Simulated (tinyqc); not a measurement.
Hueckel theory of the pi electrons, for the molecule C=Cc1ccccc1 (SMILES; centres numbered as the heavy atoms are written), step by step. One step of it, computed by the program tinyqc.

Problem. Orbitals. Diagonalise; E = alpha + x beta with beta < 0, so the largest x are filled first; degenerate levels share their electrons. P = sum n_i c_ri c_si; each orbital has its largest coefficient positive (the first on a tie).

Hueckel matrix in units of beta (H = alpha + beta A):
```
          1C        2C        3C        4C        5C        6C        7C        8C
1C  0.000000  1.000000  0.000000  0.000000  0.000000  0.000000  0.000000  0.000000
2C  1.000000  0.000000  1.000000  0.000000  0.000000  0.000000  0.000000  0.000000
3C  0.000000  1.000000  0.000000  1.000000  0.000000  0.000000  0.000000  1.000000
4C  0.000000  0.000000  1.000000  0.000000  1.000000  0.000000  0.000000  0.000000
5C  0.000000  0.000000  0.000000  1.000000  0.000000  1.000000  0.000000  0.000000
6C  0.000000  0.000000  0.000000  0.000000  1.000000  0.000000  1.000000  0.000000
7C  0.000000  0.000000  0.000000  0.000000  0.000000  1.000000  0.000000  1.000000
8C  0.000000  0.000000  1.000000  0.000000  0.000000  0.000000  1.000000  0.000000
```

pi electrons, sum of z_r less the charge = 8

Give: x values; occupations; coefficients; charge and bond-order matrix P.

Solution.

x values: 2.1358  1.4142  1.0000  0.6622  -0.6622  -1.0000  -1.4142  -2.1358

occupations: 2.0000  2.0000  2.0000  2.0000  0.0000  0.0000  0.0000  0.0000

coefficients:
```
       MO1      MO2      MO3      MO4      MO5      MO6      MO7      MO8
1C  0.1441   0.3536   0.0000   0.5952   0.5952   0.0000  -0.3536   0.1441
2C  0.3077   0.5000   0.0000   0.3941  -0.3941   0.0000   0.5000  -0.3077
3C  0.5131   0.3536   0.0000  -0.3342  -0.3342   0.0000  -0.3536   0.5131
4C  0.3941   0.0000   0.5000  -0.3077   0.3077   0.5000   0.0000  -0.3941
5C  0.3286  -0.3536   0.5000   0.1305   0.1305  -0.5000   0.3536   0.3286
6C  0.3077  -0.5000   0.0000   0.3941  -0.3941   0.0000  -0.5000  -0.3077
7C  0.3286  -0.3536  -0.5000   0.1305   0.1305   0.5000   0.3536   0.3286
8C  0.3941   0.0000  -0.5000  -0.3077   0.3077  -0.5000   0.0000  -0.3941
```

charge and bond-order matrix P:
```
         1C       2C       3C       4C       5C       6C       7C       8C
1C   1.0000   0.9113   0.0000  -0.2527   0.0000   0.2042   0.0000  -0.2527
2C   0.9113   1.0000   0.4059   0.0000  -0.0485   0.0000  -0.0485   0.0000
3C   0.0000   0.4059   1.0000   0.6101   0.0000  -0.3012   0.0000   0.6101
4C  -0.2527   0.0000   0.6101   1.0000   0.6787   0.0000  -0.3213   0.0000
5C   0.0000  -0.0485   0.0000   0.6787   1.0000   0.6586   0.0000  -0.3213
6C   0.2042   0.0000  -0.3012   0.0000   0.6586   1.0000   0.6586   0.0000
7C   0.0000  -0.0485   0.0000  -0.3213   0.0000   0.6586   1.0000   0.6787
8C  -0.2527   0.0000   0.6101   0.0000  -0.3213   0.0000   0.6787   1.0000
```
